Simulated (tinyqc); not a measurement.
Changing the scale factor s of the disorder: kinetic Monte Carlo and master equation for a particle on a ring of sites with traps and bias. Computed by tinyqc, a small Python program. Command: `OMP_NUM_THREADS=1 python tinyqc.py 3004287 3004288 out.jsonl kmc sweep`. One thread of a shared host (Intel(R) Xeon(R) Processor @ 2.30GHz), about 0.01 s of CPU time with the checks.

7 sites on a ring, numbered 1 to 7. The saddle between i and i+1 lies at E0 + s b_i and site i at s eps_i; a force F tilts the landscape, with the saddle half-way.

Inputs (values chosen for the exercise, for a model defect):
```
quantity                  value         unit
reference barrier E0        0.6           eV
attempt frequency nu         18          THz
temperature T               450            K
site spacing a              3.3     angstrom
force F along the ring  0.00026  eV/angstrom
```

Disorder: random barriers.

site energies eps_i (eV): 0  0  0  0  0  0  0

saddle shifts b_i between sites i and i+1 (eV): 0.041  -0.022  0.0013  0.029  0.019  -0.0025  0.011

Constants: k_B = 8.617333262e-05 eV/K.

Method:
- Rates: k(i to i+1) = nu exp(-(E0 + s b_i - s eps_i - F a/2)/(k_B T)), k(i to i-1) = nu exp(-(E0 + s b_(i-1) - s eps_i + F a/2)/(k_B T)).
- Share right = k right/(k right + k left); mean stay = 1/(k right + k left).
- Master equation dP/dt = W P, W_(i+1,i) = k right, W_(i-1,i) = k left, columns summing to zero. The steady state is its null vector; drift v = a sum P_i (k right - k left). D = a^2 lambda''(0)/2, where lambda(q) is the leading eigenvalue of W with right hops weighted by exp(q) and left hops by exp(-q).
- The slowest relaxation rate is minus the real part of the next eigenvalue of W. 1 angstrom = 1e-8 cm.
- At zero force D0 = a^2 nu exp(-E0/(k_B T)) / [<exp(-s eps/(k_B T))> <exp(s b/(k_B T))>], with means over the ring; Einstein relation v = D0 F/(k_B T); 1 angstrom = 1e-8 cm.

One run for each value; columns: (1) scale factor s of the disorder; (2) D0 over the value without disorder; (3) drift velocity v (cm/s); (4) slowest relaxation rate (1/s):
```
(1)       (2)        (3)         (4)
0.10  0.97088  0.0024331  2.4567e+06
0.25  0.92444  0.0023167  2.2174e+06
0.50  0.84152  0.0021089  1.8660e+06
0.75  0.75471  0.0018914  1.5541e+06
1.00  0.66730  0.0016723  1.2830e+06
1.50  0.50156  0.0012570  8.5984e+05
2.00  0.35996  0.0009021  5.7026e+05
2.50  0.24857  0.0006229  3.7771e+05
```

What does the table show, and why?

Over the rows, D0 over the value without disorder falls from 0.971 to 0.249 (exponent d ln y / d ln x -0.053 between the first rows and -1.7 between the last); drift velocity v (cm/s) falls from 0.00243 to 6.23e-4 (exponent d ln y / d ln x -0.053 between the first rows and -1.7 between the last); slowest relaxation rate (1/s) falls from 2.46e6 to 378000 (exponent d ln y / d ln x -0.11 between the first rows and -1.8 between the last). For the drift and D0, to first order in s only the mean of b - eps acts; beyond that high saddles and deep sites weigh most in the two averages.

Extremes, crossings and ranges named in words are read from the listed rows.
